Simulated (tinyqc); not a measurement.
Transient enhanced diffusion after implantation: plus-n interstitials, dissolving clusters and loss to the surface: one step, computed by the program tinyqc.

The implant leaves n Q interstitials in clusters at depth R_p. While clusters last they hold the free interstitials at a supersaturation S = C_I/C_I*; interstitials drain to the surface, and the part f_I of the dopant diffusion that uses interstitials speeds up in proportion to S.

Problem. Duration and total effect at this temperature. The clusters last tau = n Q/J. If they dissolve fully at this T, the extra budget is (D/D* - 1) D* tau.

Inputs (values chosen for the exercise, modelled on boron in silicon): implant dose Q = 1.8e+14 1/cm^2; interstitials kept per ion n = 1.5; anneal (peak) temperature T = 1075 C.

Anneal: isothermal.

flux J = 1.331009e+14 1/(cm^2 s)

enhancement D/D* = 38.73184

equilibrium diffusivity D* = 8.199767e-14 cm^2/s

Give: duration tau; extra budget if complete.

Solution.

duration tau = 2.029 s

extra budget if complete = 6.276e-12 cm^2
